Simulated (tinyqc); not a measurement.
Chemically amplified photoresist: aerial image, acid generation, bake, development and line width. Changing the acid diffusivity D. Computed by tinyqc, a small Python program. Command: `OMP_NUM_THREADS=1 python tinyqc.py 3019936 3019937 out.jsonl resist sweep`. One thread of a shared host (Intel(R) Xeon(R) Processor @ 2.30GHz), about 0.04 s of CPU time with the checks.

Lines and spaces of pitch p with a two-beam-like image; x = 0 is the middle of the bright space. The resist is positive and treated as uniform in depth.

Inputs (values chosen for the exercise, for a model resist at 193 nm): pitch p = 150 nm; image contrast c = 0.63; mean dose E = 7.76 mJ/cm^2; Dill parameter C = 0.021 cm^2/mJ; quencher load q, relative to the acid generator = 0.11; bake time t = 90 s; amplification rate k_amp = 0.092 1/s; threshold protection m_th = 0.63; development selectivity n = 8; largest rate r_max = 220 nm/s; smallest rate r_min = 0.11 nm/s; resist thickness d = 150 nm; development time t_d = 30 s; photon energy = 6.42 eV; absorption coefficient alpha = 0.68 1/um.

Method:
- Dose E(x) = E [1 + c cos(2 pi x/p)]; acid h = 1 - exp(-C E(x)).
- Bake: the acid image is blurred by a Gaussian of variance sigma^2 = 2 D t (each Fourier term k of h, taken on 64 points, is multiplied by exp(-4 pi^2 k^2 D t/p^2)).
- Cosine coefficients: h(x) = sum_k h_k cos(2 pi k x/p).
- The quencher then removes q, h_eff = max(h_blurred - q, 0); protection m = exp(-k_amp t h_eff).
- Mack rate r = r_max (a + 1)(1 - m)^n/(a + (1 - m)^n) + r_min, a = ((n + 1)/(n - 1))(1 - m_th)^n.
- Edge: vertical development clears the film where r t_d >= d; the space width is twice the x where r = d/t_d.
- Dose sensitivity = d ln(width)/d ln E from widths at 1.005 E and E/1.005; image log-slope at the edge = |d ln E/dx|, normalised by the width (NILS); latitude for 10 % of width = 10 %/sensitivity.
- The edge lies at x = width/2.
- Absorbed photons per volume N = E(edge) alpha/(photon energy), 1 mJ/cm^2 = 62.41509 eV/nm^2, alpha in 1/nm; a Gaussian blur averages over a volume V = (2 sqrt(pi) sigma)^3; relative noise 1/sqrt(N V); edge noise sigma_x = (dh/d ln E) noise/|dh/dx|, with both derivatives of the blurred acid at the edge.

One run for each value; columns: (1) acid diffusivity D (nm^2/s); (2) dose latitude (%); (3) edge noise from photons (nm); (4) space width (nm); (5) blur factor of the first harmonic:
```
(1)     (2)    (3)    (4)     (5)
0.07  10.88  3.697  79.12  0.9890
0.13  10.79  2.345  79.11  0.9797
0.23  10.62  1.552  79.11  0.9643
0.42  10.32  1.017  79.11  0.9358
0.77   9.79  0.681  79.13  0.8855
1.40   8.89  0.480  79.26  0.8017
2.50   7.52  0.370  79.69  0.6738
4.60   5.49  0.331  81.17  0.4836
8.40   3.13  0.405  86.08  0.2654
```

Describe and explain the trends.

Over the rows, dose latitude (%) falls from 10.9 to 3.13 (exponent d ln y / d ln x -0.015 between the first rows and -0.93 between the last); edge noise from photons (nm) goes from 3.70 through a minimum among these rows, 0.331 at 4.60, to 0.405; space width (nm) goes from 79.1 through a minimum among these rows, 79.1 at 0.420, to 86.1. Blur pulls the acid image towards its mean: it flattens the acid slope, averages over more photons, and moves the edge unless the clearing threshold lies at that mean.

Caution (all rows): lateral development, standing waves and the joint diffusion of acid and quencher are left out, so widths are indicative. Caution (all rows): the noise counts photons alone (acid and quencher statistics add to it) and takes the film as thicker than the blur; a thinner film averages in two dimensions only.

Extremes, crossings and ranges named in words are read from the listed rows.
